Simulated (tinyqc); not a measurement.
What each parameter does: two-band k.p model of the Delta valleys near the X point under shear strain.

Valley pair on the [001] axis, kz counted from the X point, c = hbar^2/2m0, k0 = kx0 2 pi/a. H = (c kz^2/ml + c (kx^2 + ky^2)/mt + c k0^2/ml) 1 + (2 c k0 kz/ml) sigma_z + (D exy - 2 c kx ky/Mp) sigma_x, so E = c kz^2/ml + c (kx^2 + ky^2)/mt + c k0^2/ml -/+ sqrt((2 c k0 kz/ml)^2 + (D exy - 2 c kx ky/Mp)^2). Without strain the lower band has its minima, E = 0, at kz = +/- k0. Shifts from diagonal strain are left out.

For |eta| < 1: k_min = k0 sqrt(1 - eta^2), E_min = -Delta eta^2/2, ml(eta) = ml/(1 - eta^2), 1/m[110] = 1/mt + eta/Mp, 1/m[1-10] = 1/mt - eta/Mp. For |eta| > 1 the minimum sits at X: E_min = -Delta (2 |eta| - 1)/2, ml(eta) = ml/(1 - 1/|eta|), and eta is replaced by its sign in the transverse masses. Here Delta = 2 c k0^2/ml and eta = D exy/Delta.

Constants: hbar^2/2m0 = 3.80998211 eV angstrom^2.

Inputs chosen for the exercise (near those of Si; not measured data):
- a = 5.42 angstrom (lattice constant)
- ml = 0.919 m0 (longitudinal mass)
- mt = 0.196 m0 (transverse mass)
- kx0 = 0.143 2 pi/a (distance of the minimum from X)
- D = 13.7 eV (shear deformation potential)
- Mp = 0.233 m0 (coupling mass)
- exy = -0.0022 (shear strain)

Delta = 2 c k0^2/ml, eta = D exy/Delta.

Results for these values:

| case | eta | E_min (meV) | ml(eta) (m0) | m[110] (m0) | m[1-10] (m0) |
|---|---|---|---|---|---|
| base | -0.1323 | -1.99 | 0.9354 | 0.2205 | 0.1764 |

What happens to each result for exy = -0.00235, all else kept?

Answer: eta falls from -0.1323 to -0.1413; E_min falls from -1.99 to -2.27; ml(eta) rises from 0.9354 to 0.9377; m[110] rises from 0.2205 to 0.2224; m[1-10] falls from 0.1764 to 0.1752.

The same for each parameter in turn:

| case | eta | E_min (meV) | ml(eta) (m0) | m[110] (m0) | m[1-10] (m0) |
|---|---|---|---|---|---|
| base | -0.1323 | -1.99 | 0.9354 | 0.2205 | 0.1764 |
| ml = 0.85467 m0 | -0.1230 | -1.85 | 0.8678 | 0.2186 | 0.1776 |
| mt = 0.20972 m0 | -0.1323 | -1.99 | 0.9354 | 0.2381 | 0.1874 |
| kx0 = 0.15301 2 pi/a | -0.1155 | -1.74 | 0.9314 | 0.2171 | 0.1786 |
| D = 12.741 eV | -0.1230 | -1.72 | 0.9331 | 0.2186 | 0.1776 |
| Mp = 0.21669 m0 | -0.1323 | -1.99 | 0.9354 | 0.2226 | 0.1751 |
| exy = -0.00235 | -0.1413 | -2.27 | 0.9377 | 0.2224 | 0.1752 |

Run: tinyqc, `OMP_NUM_THREADS=1 python tinyqc.py 1081510 1081511 out.jsonl`; Intel(R) Xeon(R) Processor @ 2.30GHz, one thread, shared host; about 0.01 s of CPU time with all checks.
